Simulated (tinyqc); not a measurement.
# Capacitance measurement on a leaky thin oxide: effects of series resistance and leakage: effects of single changes

The device is a capacitance C in parallel with a leakage conductance G, in series with Rs and Ls. An impedance meter reports either a parallel pair (Cp, Gp) from Y = 1/Z = Gp + i w Cp or a series pair (Cs, Rm) from Z = Rm + 1/(i w Cs); w = 2 pi f, dissipation D = Gp/(w |Cp|).

Parameters, values chosen for the exercise; values of the order met in thin-oxide MOS capacitors: relative permittivity of the gate insulator (close to silicon dioxide) eox = 3.9; insulator thickness tox = 2.5 nm; gate area A = 2500 um^2; oxide-equivalent thickness added by the accumulation layer zc = 0.41 nm; oxide-equivalent thickness added by gate depletion zp = 0 nm; gate leakage current density, not matched to the thickness Jg = 13 A/cm^2; voltage for an e-fold rise of the leakage Vs = 0.43 V; series resistance Rs = 150 ohm; series inductance Ls = 0 nH; measuring frequency f = 1e6 Hz.

Constants: eps0 = 8.8541878128e-14 F/cm where lengths are in cm. Results are converted to the units shown.

Each table varies one quantity; the others keep the values above.

## Readings against frequency

EOT = 3.9 tox/eox; CET = EOT + zc + zp; C = 3.9 eps0 A/CET; G = Jg A/Vs. Z = Rs + i w Ls + 1/(G + i w C); CET read from Cp = 3.9 eps0 A/Cp; errors under 0.001 % are printed as 0.

The same in every row: C (pF) = 29.67.

Readings against frequency:
```
f (Hz)  Cp (pF)  Cs (pF)       D  error of Cp (%)  error of Cs (%)  CET read from Cp (nm)
1000      23.93  4.878e8    4515            -19.3           1.64e9                  3.607
3000      23.93  5.420e7    1505            -19.3           1.83e8                  3.607
10000     23.93  4.878e6   451.5            -19.3           1.64e7                  3.607
30000     23.93  5.420e5   150.5            -19.3           1.83e6                  3.607
1e5       23.93  4.881e4   45.15            -19.3           1.64e5                  3.607
3e5       23.93     5449   15.06            -19.3           1.83e4                  3.607
1e6       23.92    517.4   4.543            -19.4             1640                  3.610
3e6       23.80    83.86   1.589            -19.8              183                  3.628
1e7       22.51    34.54  0.7311            -24.1             16.4                  3.835
3e7       15.27    30.21  0.9893            -48.5             1.83                  5.655
```

D goes from 4510 through a minimum of 0.731 (at f = 1e7 Hz among the rows listed) to 0.989; without inductance its minimum lies at f = sqrt(G (1 + G Rs)/Rs)/(2 pi C) = 1.27e7 Hz. The error of Cp goes from -19.3 to -48.5 % and that of Cs from 1.64e9 to 1.83 %; at low frequency Cp tends to C/(1 + G Rs)^2 and Cs grows as 1 + (G/(w C))^2. One of the two readings is within 2 % of C for f = 3e7 Hz. For f = 1000, 3000, 10000, 30000, 1e5, 3e5, 1e6, 3e6 D exceeds 1, where the accuracy of real meters degrades in proportion to sqrt(1 + D^2).

## Effect of the series resistance

Same model as above.

The same in every row: C (pF) = 29.666; Cs (pF) = 517.43.

Results:
```
Rs (ohm)  Cp (pF)       D  error of Cp (%)  error of Cs (%)  CET read from Cp (nm)
1          29.621  4.0581           -0.151             1640                 2.9144
3          29.532  4.0646           -0.452             1640                 2.9232
10         29.223  4.0874            -1.49             1640                 2.9542
30         28.364  4.1524            -4.39             1640                 3.0436
100        25.636  4.3800            -13.6             1640                 3.3675
300        19.672  5.0302            -33.7             1640                 4.3884
3000       2.6996  13.808            -90.9             1640                 31.978
```

Estimate the missing row, Rs = 1000 ohm.

Computed row:
```
Rs (ohm)  Cp (pF)       D  error of Cp (%)  error of Cs (%)  CET read from Cp (nm)
1000       9.5156  7.3060            -67.9             1640                 9.0723
```

With this row back in the table: As Rs goes from 1 to 3000, the error of Cp goes from -0.151 to -90.9 %, that of Cs from 1640 to 1640 %, and D rises from 4.06 to 13.8. The CET read from Cp goes from 2.91 to 32.0 nm against the true 2.91 nm. Rs does not enter the imaginary part of Z, so Cs does not depend on it. In every row D exceeds 1, where the accuracy of real meters degrades in proportion to sqrt(1 + D^2).

Numbers from tinyqc (`OMP_NUM_THREADS=1 python tinyqc.py 2022037 2022038 out.jsonl`; about 0.01 s on one thread of a shared Intel Xeon 2.30GHz).
